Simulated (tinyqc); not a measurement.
Pair of shallow donors (hydrogen-like orbitals): sweeps and comparisons. A value that a table varies takes the place of the one given here.

Each donor has the orbital exp(-r/a); energy unit Ha* = q/(eps a), q = e^2/(4 pi eps0), so that a lone donor is bound by Ha*/2; x = R/a. One electron: S = (1 + x + x^2/3) exp(-x), j = 1/x - (1 + 1/x) exp(-2x), k = (1 + x) exp(-x); levels E(+/-) = -1/2 - (j +/- k)/(1 +/- S) in Ha*, without the repulsion of the ions, split by D = |E(-) - E(+)|. In six valleys the overlaps S and k are multiplied by v = [cos(K Rx) + cos(K Ry) + cos(K Rz)]/3, K = k0 (2 pi/a_lat), for isotropic envelopes and the symmetric valley state.

Two electrons, Heitler-London: with S' = (1 - x + x^2/3) exp(x), C = 1/x - exp(-2x)(1/x + 11/8 + 3x/4 + x^2/6), X = (1/5){exp(-2x)(25/8 - 23x/4 - 3x^2 - x^3/3) + (6/x)[S^2 (0.5772157 + ln x) + S'^2 Ei(-4x) - 2 S S' Ei(-2x)]}, Q = C - 2j + 1/x and A = X - 2 S k + S^2/x, the singlet and triplet lie at (Q +/- w A)/(1 +/- w S^2) from two lone donors, with the valley weight w = v^2; the exchange is J = triplet - singlet.

Constants: e^2/(4 pi eps0) = 14.39964547 eV angstrom.

Values chosen for the exercise (near those of two donors in Si; shifted at random, so the results belong to these values and not to a real crystal): a = 18.7 angstrom (orbital radius); eps = 11.2 (dielectric constant); a_lat = 5.431 angstrom (lattice constant); k0 = 0.858 2 pi/a_lat (valley position); sites = ((8, 8, 0), (8.5, 8.5, 0), (9, 9, 0), (9.5, 9.5, 0), (10, 10, 0), (10.5, 10.5, 0), (11, 11, 0), (11.5, 11.5, 0), (12, 12, 0), (12.5, 12.5, 0)) a_lat (positions of the second donor); Ns = (0.036, 0.089, 0.21, 0.53, 1.2, 2.7, 5.3) x 1e18/cm^3 (donor densities); n = (11, 0, 0) a_lat (separation vector).

## Lattice sites along [110]

D and J for each site, and for v = 1.

Results:
```
site             R (angstrom)       v  D (meV)  J (micro-eV)  J for v = 1
(8, 8, 0)                61.4   0.771     7.95      2.21e+03     3.74e+03
(8.5, 8.5, 0)            65.3   0.155     1.34          68.1     2.83e+03
(9, 9, 0)                69.1   0.217     1.63          99.6     2.13e+03
(9.5, 9.5, 0)            73.0   0.722     4.81           827     1.59e+03
(10, 10, 0)              76.8  -0.251     1.42          74.2     1.18e+03
(10.5, 10.5, 0)          80.6   0.999     4.99           870          872
(11, 11, 0)              84.5  -0.283     1.19          51.4          641
(11.5, 11.5, 0)          88.3   0.780     2.83           286          469
(12, 12, 0)              92.2   0.143    0.440          7.02          342
(12.5, 12.5, 0)          96.0   0.229    0.599          13.0          248
```

How do the results move?

Over these sites the envelope alone changes J by a factor 15.1, and the valley factor v^2 by 48.6; J runs from 7.02 at (12, 12, 0) to 2.21e+03 micro-eV at (8, 8, 0). Along [110] only two valleys keep their phase, so v = (1 + 2 cos)/3 can pass through zero. J does not fall steadily with distance.

## From lone donors to an impurity band (impurity band of shallow donors (Hubbard estimate))

Donors on a simple cubic lattice of spacing R = N^(-1/3) (1/angstrom^3 = 1e24/cm^3), Ha* = q/(eps a), q = e^2/(4 pi eps0), x = R/a. Hopping t = Ha* (1 + x) exp(-x), band width B = 12 t, on-site repulsion U = (5/8) Ha*; the gap closes near B/U = 1.15. Valley factors and disorder are left out.

Results:
```
N (1e18/cm^3)  R (angstrom)  N^(1/3) a   t (meV)  B (meV)       B/U
0.036                 302.9      0.062  0.000109  0.00131  3.06e-05
0.089                 224.0      0.083   0.00561   0.0673   0.00157
0.21                  168.2      0.111    0.0851     1.02    0.0238
0.53                  123.6      0.151     0.706     8.47     0.197
1.2                    94.1      0.199      2.71     32.5     0.756
2.7                    71.8      0.260      7.15     85.8      2.00
5.3                    57.4      0.326      13.0      156      3.64
```

What does this show, and why?

B/U passes 1.15 between 1.2 and 2.7 x 1e18/cm^3; the root is x = 4.52, N^(1/3) a = 0.221, N = 1.7 x 1e18/cm^3, below the 2.7 that the empirical rule N^(1/3) a = 0.26 gives; the estimate is rough, since random positions, the overlap of the orbitals and screening are left out. While N grows by 147 times, t grows by 1.19e+05 times.

## What each parameter does

x, D = |E(-) - E(+)| and J. Each row changes one parameter from the base and keeps the others.

Results:
```
case                       x  D (meV)  J (micro-eV)
base                   3.195    3.749           537
a = 16.8 angstrom      3.556    3.313           369
eps = 12.3             3.195    3.413           489
k0 = 0.838 2 pi/a_lat  3.195    7.992      2.25e+03
n = (12, 0, 0) a_lat   3.485    5.044           929
```

How do the results move?

The largest shifts from the base row, up to three for each result and ties (the steps differ in size, so this ranks the rows, not the parameters). x: a +0.361, n +0.290; unchanged at the printed digits by eps and k0. D (meV): k0 +4.24, n +1.30, a -0.436. J (micro-eV): k0 +1.72e+03, n +392, a -168.

Program tinyqc; command `OMP_NUM_THREADS=1 python tinyqc.py 1281433 1281434 out.jsonl`; about 0.01 s on one thread of a shared Intel(R) Xeon(R) Processor @ 2.30GHz.
